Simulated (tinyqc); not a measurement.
Changing the misfit strain u_m: Landau-Devonshire theory of a uniaxial ferroelectric. Computed by tinyqc, a small Python program. Command: `OMP_NUM_THREADS=1 python tinyqc.py 3005846 3005847 out.jsonl ferro sweep`. One thread of a shared host (Intel(R) Xeon(R) Processor @ 2.30GHz), about 0.01 s of CPU time with the checks.

G(P) = (alpha/2) P^2 + (beta*/4) P^4 + (gamma/6) P^6 - E P per volume, SI units, one domain, P along the polar axis, which is normal to the film.

Inputs (values chosen for the exercise, modelled on lead titanate):
```
quantity                        value         unit
alpha_0                        790000  J m/(C^2 K)
Curie-Weiss temperature T0        752            K
beta                        -2.94e+08    J m^5/C^4
gamma                        1.56e+09    J m^9/C^6
temperature T                     502            K
electrostriction Q12           -0.026      m^4/C^2
compliance s11 + s12          5.5e-12        m^2/N
```

Sample: epitaxial film.

Constants: eps_0 = 8.8541878128e-12 F/m.

Method:
- alpha = alpha_0 (T - T0*), with clamping: T0* = T0 + 4 Q12 u_m/(alpha_0 (s11 + s12)), beta* = beta + 4 Q12^2/(s11 + s12).
- Ps^2 = [-beta* + sqrt(beta*^2 - 4 alpha gamma)]/(2 gamma).
- chi = 1/(eps_0 G''), G'' = alpha + 3 beta* P^2 + 5 gamma P^4 at Ps. Ps, chi and the coercive field are for perfect screening, without a depolarising field. The intrinsic coercive field is |alpha P + beta* P^3 + gamma P^5| at the P_c where G'' = 0. 1 C/m^2 = 100 microcoulomb/cm^2.

One run for each value; columns: (1) misfit strain u_m; (2) T0* (K); (3) spontaneous polarisation Ps (microcoulomb/cm^2); (4) susceptibility chi; (5) intrinsic coercive field (MV/m):
```
(1)        (2)     (3)     (4)     (5)
-0.024  1326.5  76.544   47.58  252.23
-0.020  1230.7  73.988   54.13  214.80
-0.016  1135.0  71.158   62.74  178.74
-0.012  1039.2  67.976   74.55  144.22
-0.008   943.5  64.321   91.71  111.45
-0.004   847.7  59.988  118.85   80.73
0.000    752.0  54.595  168.02   52.48
0.004    656.3  47.248  282.91   27.44
```

Describe and explain the trends.

Over the rows, T0* (K) falls from 1330 to 656; spontaneous polarisation Ps (microcoulomb/cm^2) falls from 76.5 to 47.2; susceptibility chi rises from 47.6 to 283. T0* moves linearly, by 239 K for each per cent of compression, since Q12 < 0. Under tension P would turn into the plane, which this one-component model cannot show.

Caution (rows -0.0240): the strain shifts T0 by more than 500 K here, which is beyond the range where constant coefficients hold. Caution (rows -0.0240, -0.0200, -0.0160, -0.0120): far below T0* the expansion with linear alpha(T) is only a fit.
